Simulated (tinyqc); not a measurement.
# Worked calculation: gated graphene, quantum capacitance

Computed by the program tinyqc: `OMP_NUM_THREADS=1 python tinyqc.py 2200051 2200052 out.jsonl`, one thread of a shared Intel Xeon 2.30GHz, about 0.01 s for the whole run. Printed values are rounded.

phi is the Fermi level above the Dirac point, in volts; Vg is counted from the gate voltage of charge neutrality. Ideal linear bands, no charge puddles.

Parameters, values chosen for the exercise; values close to those of graphene:
```
symbol,value,unit,meaning
T,77,K,temperature
eox,7.33,,relative permittivity of the gate insulator (close to silicon nitride)
tox,24,nm,insulator thickness
vF,1.07e6,m/s,Fermi velocity
Dit,0,cm^-2 eV^-1,density of traps
Vg,-0.54,V,gate voltage
```

Constants: q = 1.602176634e-19 C, kB = 1.380649e-23 J/K, hbar = 1.054571817e-34 J s, Vt = kB T/q, eps0 = 8.8541878128e-14 F/cm where lengths are in cm. Results are converted to the units shown.

## Gate capacitance

Cox = eps0 eox/tox.

Cox = 0.270422 uF/cm^2

## Starting value

phi = 0.01 V.

phi at the start = 0.01 V

## Iteration 1: new phi

N0 = (2/pi)(kB T/(hbar vF))^2; n = N0 F1(phi/Vt), p = N0 F1(-phi/Vt), F1(e) = int_0^infinity u du/(1 + exp(u - e)) = -Li2(-exp(e)); Cq = q d(n - p)/dphi = (q N0/Vt) ln[2 (1 + cosh(phi/Vt))]. Newton: f = phi + q (n - p + Dit phi)/Cox - Vg, phi(new) = phi - f/(1 + (Cq + q Dit)/Cox).

n = 1.45237e10 cm^-2
p = 1.18870e9 cm^-2
Cq = 0.260244 uF/cm^2
f = 0.557901 V
phi after iteration 1 = -0.274300 V

## Iteration 2: new phi

As before.

n = 6.29077e-9 cm^-2
p = 4.83770e12 cm^-2
Cq = 5.64050 uF/cm^2
f = -2.60051 V
phi after iteration 2 = -0.155328 V

## Course of the iteration

Stop when the step is below 1e-10 V, or after 40 iterations.

Course of the iteration:

| iteration | phi before the step (V) | step (V) |
|---|---|---|
| 1 | 0.01 | -0.284 |
| 2 | -0.274300 | 0.119 |
| 3 | -0.155328 | 0.0420 |
| 4 | -0.113322 | 6.98e-3 |
| 5 | -0.106346 | 2.04e-4 |
| 6 | -0.106143 | 1.74e-7 |
| 7 | -0.106143 | 1.27e-13 |

Converged in 7 iterations.

## Charge and capacitances at the solution

converged phi = -0.106143 V

N0 = (2/pi)(kB T/(hbar vF))^2; n = N0 F1(phi/Vt), p = N0 F1(-phi/Vt), F1(e) = int_0^infinity u du/(1 + exp(u - e)) = -Li2(-exp(e)); Cq = q d(n - p)/dphi = (q N0/Vt) ln[2 (1 + cosh(phi/Vt))]. 1/C_G = 1/Cox + 1/(Cq + q Dit); dphi/dVg = Cox/(Cox + Cq + q Dit).

n - p = -7.32282e11 cm^-2
Cq = 2.18263 uF/cm^2
C_G = 0.240611 uF/cm^2
dphi/dVg = 0.110239

Cq is 8.07 times Cox, so C_G is 89.0 % of Cox; 19.7 % of the gate voltage has gone into phi.
